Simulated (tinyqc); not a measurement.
Tight binding, dimerised chain, step by step. One step of it, computed by the program tinyqc.

Question. Levels at X. Diagonalise the Hermitian matrix.

H(k) at X (eV):
```
,A,B
A,0.480000,0.780000
B,0.780000,-0.480000
```

Give: eigenvalues; weights |c|^2 of the basis functions.

Answer.

eigenvalues (eV): -0.9159  0.9159

weights |c|^2 of the basis functions:
```
,band 1,band 2
A,0.2380,0.7620
B,0.7620,0.2380
```
